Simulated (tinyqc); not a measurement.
Single-domain magnet: Stoner-Wohlfarth switching, Neel-Arrhenius retention, LLG dynamics and spin torque. Changing the diameter d. Computed by tinyqc, a small Python program. Command: `OMP_NUM_THREADS=1 python tinyqc.py 3012786 3012787 out.jsonl macro sweep`. One thread of a shared host (Intel(R) Xeon(R) Processor @ 2.30GHz), about 0.02 s of CPU time with the checks.

The moment is uniform, with unit vector m; z is the easy axis. mu_0 = 1.25663706212e-6 T m/A, gamma = 1.76085963023e11 rad/(s T).

Inputs (values chosen for the exercise, for a model magnet):
```
quantity                      value    unit
saturation magnetisation M_s    484    kA/m
aspect ratio p                  1.5       -
bulk anisotropy K_u             9.5  kJ/m^3
exchange stiffness A             22    pJ/m
temperature T                   398       K
attempt frequency f0              1     GHz
waiting time t_w              0.001       s
damping alpha                 0.037       -
spin-torque efficiency eta     0.35       -
drive I/I_c0                      3       -
```

Shape: prolate spheroid, easy axis along it.

Constants: k_B = 1.380649e-23 J/K; e = 1.602176634e-19 C; hbar = 1.054571817e-34 J s.

Method:
- N_z = [p ln(p + sqrt(p^2 - 1))/sqrt(p^2 - 1) - 1]/(p^2 - 1); V = pi d^3 p/6; K_eff = K_u + K_shape, K_shape = -(mu_0 M_s^2/4)(3 N_z - 1); mu_0 H_K = 2 K_eff/M_s.
- Delta = K_eff V/(k_B T); tau = exp(Delta)/f0; probability of a flip within t_w: P = 1 - exp(-t_w/tau). Wall width parameter sqrt(A/K_eff); a two-domain state costs 4 sqrt(A K_eff) times the cross-section that the wall cuts (pi d^2/4).
- For axial symmetry and a polariser along z: I_c0 = (4 e alpha/(hbar eta)) K_eff V; relaxation time tau_D = (1 + alpha^2)/(alpha gamma mu_0 H_K); thermal start angle theta_0 = 1/sqrt(2 Delta); switching time about tau_D ln(pi/(2 theta_0))/(I/I_c0 - 1); precession frequency gamma mu_0 H_K/(2 pi (1 + alpha^2)).

One run for each value; columns: (1) diameter d (nm); (2) stability factor Delta; (3) barrier of the wall path / k_B T; (4) K_eff (kJ/m^3); (5) critical current I_c0 (microampere); (6) log10 of tau in s:
```
(1)      (2)     (3)     (4)     (5)     (6)
6.8     1.42   22.06  31.656    5.02  -8.382
8.3     2.59   32.87  31.656    9.13  -7.876
10.0    4.52   47.71  31.656   15.97  -7.035
12.0    7.82   68.70  31.656   27.60  -5.604
15.0   15.27  107.35  31.656   53.91  -2.368
19.0   31.03  172.24  31.656  109.55   4.478
23.0   55.05  252.39  31.656  194.34  14.908
28.0   99.32  374.06  31.656  350.63  34.136
34.0  177.83  551.54  31.656  627.78  68.232
```

Describe and explain the trends.

Over the rows, stability factor Delta rises from 1.42 to 178 (exponent d ln y / d ln x about 3.0 throughout); barrier of the wall path / k_B T rises from 22.1 to 552 (exponent d ln y / d ln x about 2.0 throughout); K_eff (kJ/m^3) does not change. The exponent of stability factor Delta stays at 3: the volume of the spheroid.

Caution (rows 6.80, 8.30, 10.0): with a barrier of a few k_B T the Arrhenius form fails.

Extremes, crossings and ranges named in words are read from the listed rows.
